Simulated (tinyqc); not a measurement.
Three ways to the same curve: density of states of one tight-binding band on the simple cubic lattice.

E(k) = -2 t (c1 + c2 + c3) - 4 t2 (c1 c2 + c2 c3 + c3 c1) with ci = cos(2 pi ki); k in fractions of the reciprocal vectors, mesh k_i = j/N with j = 0 .. N-1. Densities are per cell and per spin, so the band holds one state.

Each cube of the mesh, corners numbered 0 to 7 as the binary number (i j l), is cut into six tetrahedra around the diagonal 0-7: 0137, 0157, 0237, 0267, 0457, 0467. For corner energies e1 <= e2 <= e3 <= e4 and eij = ei - ej, the share of the tetrahedron below E is n = (E - e1)^3/(e21 e31 e41) for e1 < E < e2; n = [e21^2 + 3 e21 x + 3 x^2 - (e31 + e42) x^3/(e32 e42)]/(e31 e41) with x = E - e2 for e2 < E < e3; n = 1 - (e4 - E)^3/(e41 e42 e43) for e3 < E < e4; its density of states is g = dn/dE.

Gaussian broadening: g(E) = mean over the mesh of exp(-(E - E_k)^2/(2 sigma^2))/(sigma sqrt(2 pi)), n(E) = mean of erfc((E_k - E)/(sigma sqrt 2))/2.

Values chosen for the exercise:
- t = 2.38 eV (nearest hopping)
- t2 = 0.22 eV (second hopping)
- N2 = 8 (mesh points along each axis in this comparison)
- sigma = 1.19 eV (Gaussian width)

N = N2 here; the reference is the linear method with N = 36.

g(E) (1/eV):

| E (eV) | reference | linear tetrahedra | Gaussian, sigma | Gaussian, sigma/4 | reference n(E) |
|---|---|---|---|---|---|
| -14.323 | 0.008 | 0.007 | 0.009 | 0.001 | 0.013 |
| -11.727 | 0.013 | 0.012 | 0.012 | 0.012 | 0.040 |
| -9.130 | 0.019 | 0.019 | 0.022 | 0.028 | 0.082 |
| -6.534 | 0.029 | 0.029 | 0.026 | 0.007 | 0.143 |
| -3.937 | 0.052 | 0.052 | 0.054 | 0.046 | 0.239 |
| -1.341 | 0.058 | 0.060 | 0.053 | 0.037 | 0.388 |
| 1.255 | 0.061 | 0.065 | 0.062 | 0.020 | 0.543 |
| 3.852 | 0.065 | 0.068 | 0.066 | 0.092 | 0.707 |
| 6.448 | 0.047 | 0.044 | 0.049 | 0.070 | 0.869 |
| 9.044 | 0.025 | 0.023 | 0.025 | 0.021 | 0.959 |

Root-mean-square errors against the reference: 0.0021 for linear tetrahedra, 0.0025 for sigma and 0.0203 for sigma/4. The narrow Gaussian is worse than the wide one, because it resolves the separate mesh levels. The reference is highest at 3.852 eV of the energies listed, and half filling lies between -1.341 and 1.255 eV.

tinyqc: `OMP_NUM_THREADS=1 python tinyqc.py 1681746 1681747 out.jsonl`; about 0.2 s, one thread, shared Intel(R) Xeon(R) Processor @ 2.30GHz.
